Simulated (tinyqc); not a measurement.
Gas flow in a process chamber: flow regimes, conductance, effective pumping speed, pump-down, outgassing and purge: one step, computed by the program tinyqc. Command: `OMP_NUM_THREADS=1 python tinyqc.py 3121369 3121370 out.jsonl pump walk`. One thread of a shared host (Intel(R) Xeon(R) Processor @ 2.30GHz), about 0.08 s of CPU time with the checks.

Ideal gas, isothermal flow, a pump of constant speed at the end of a round pipe; process gas, volume gas and outgassing are given the same properties. 1 sccm = 101325 Pa x 1e-6 m^3/60 s x T/273.15 K.

Problem. Molecular flow. Mean speed c = sqrt(8 k_B T/(pi m)); aperture conductance C_a = c pi d^2/16; molecular pipe C_m = C_a/(1 + 3 l/(4 d)) (Dushman form); viscous pipe C_v = pi d^4 p_mean/(128 eta l); Knudsen interpolation C = C_v + C_m (1 + x)/(1 + 1.24 x), x = d p_mean sqrt(m/(k_B T))/eta. Effective speed 1/S_eff = 1/S + 1/C_m; time constant V/S_eff; pressure at which the free path k_B T/(sqrt2 pi d_m^2 p) equals d.

Inputs (values chosen for the exercise, modelled on oxygen near room temperature): molar mass M = 32 g/mol; molecular diameter = 0.36 nm; temperature T = 293 K; chamber volume V = 22 L; pipe diameter d = 25 cm; pipe length l = 160 cm; pump speed S = 1700 L/s.

Constants: k_B = 1.380649e-23 J/K; u = 1.6605390666e-27 kg.

Give: mean speed c; C_a; C_m; S_eff in molecular flow; time constant; pressure where the free path equals d.

Solution.

mean speed c = 440.30 m/s

C_a = 5403.3 L/s

C_m = 931.60 L/s

S_eff in molecular flow = 601.81 L/s

time constant = 0.036557 s

pressure where the free path equals d = 0.028102 Pa

The pipe passes on 35 % of the pump speed.
